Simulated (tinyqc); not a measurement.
Carrier lifetime of an n-type layer with SRH, radiative, Auger and surface recombination: lifetime against injection.

Uniform excess density dn = dp (no trapping), n = n0 + dn, p = p0 + dn, Boltzmann statistics, full ionisation. Surfaces enter as a rate 2 S dn/d, which holds while diffusion to them is fast.

ni = sqrt(Nc Nv) exp(-Eg/(2 Vt)), Eg in volts; majority density N/2 + sqrt(N^2/4 + ni^2), n0 p0 = ni^2; n1 = Nc exp(-Et/Vt), p1 = Nv exp((Et - Eg)/Vt); tn0 = 1/(sn vth Nt), tp0 = 1/(sp vth Nt). With e = n p - ni^2 = dn (n0 + p0 + dn): U_SRH = e/(tp0 (n + n1) + tn0 (p + p1)), U_rad = B e, U_Aug = (Cn n + Cp p) e, U_s = 2 S dn/d. Each tau is dn over its rate; tau = dn/U with U the sum.

Inputs (values chosen for the exercise); band and dielectric values close to those of silicon:
```
symbol,value,unit,meaning
T,350,K,temperature
Eg,1.12,eV,band gap
Nc,3.59e19,cm^-3,conduction-band density of states at T
Nv,3.28e19,cm^-3,valence-band density of states at T
B,4.71e-15,cm^3/s,radiative coefficient
N,1.1e17,cm^-3,donor density
Cn,2.5e-31,cm^6/s,Auger coefficient (two electrons)
Cp,2e-31,cm^6/s,Auger coefficient (two holes)
Nt,2.4e10,cm^-3,trap density
sn,3e-17,cm^2,capture cross-section for electrons
sp,1e-17,cm^2,capture cross-section for holes
vth,1.8e7,cm/s,thermal velocity (both carriers)
Et,0.45,eV,trap level below the conduction band
S,800,cm/s,surface recombination velocity (both faces)
d,300,um,sample thickness
```

Constants: q = 1.602176634e-19 C, kB = 1.380649e-23 J/K, Vt = kB T/q. Results are converted to the units shown.

The same in every row: tau_s (s) = 1.8750e-5.

Lifetime against injection:
```
dn (cm^-3)  tau_SRH (s)  tau_rad (s)  tau_Aug (s)    tau (s)  radiative share (%)  largest path
1e11            0.23151    0.0019301    3.3058e-4  1.7581e-5              0.91085       surface
1e12            0.23151    0.0019301    3.3057e-4  1.7581e-5              0.91086       surface
1e13            0.23151    0.0019300    3.3049e-4  1.7580e-5              0.91092       surface
1e14            0.23158    0.0019284    3.2974e-4  1.7578e-5              0.91155       surface
1e15            0.23220    0.0019127    3.2233e-4  1.7555e-5              0.91781       surface
1e16            0.23793    0.0017693    2.6042e-4  1.7318e-5              0.97882       surface
1e17            0.26824    0.0010110    6.5681e-5  1.4378e-5               1.4221       surface
1e18            0.30100    1.9127e-4    1.8867e-6  1.6990e-6              0.88824         Auger
1e19            0.30780    2.1000e-5    2.1847e-8  2.1799e-8              0.10380         Auger
```

Read the table: what changes, and by how much?

Surface recombination leads at dn = 1e11, Auger from 1e18 on. The total lifetime falls from 1.76e-5 to 2.18e-8 s. tau_SRH goes from 0.232 s (low-injection limit 0.232 s) to 0.308 s (high-injection limit tn0 + tp0 = 0.309 s). Between the last two rows tau_rad goes as dn^(-0.96) and tau_Aug as dn^(-1.94); the radiative share goes from 0.911 through a maximum of 1.42 (at dn = 1e17 among the rows listed) to 0.104 %. For dn = 1e19 the carriers are degenerate, where B and the Auger coefficients no longer stay constant.

Range of the model: S d exceeds 2.5 cm^2/s, comparable with a diffusion coefficient, so 2 S/d overstates the surface loss.

Numbers from tinyqc (`OMP_NUM_THREADS=1 python tinyqc.py 2300027 2300028 out.jsonl`; about 0.01 s on one thread of a shared Intel Xeon 2.30GHz).
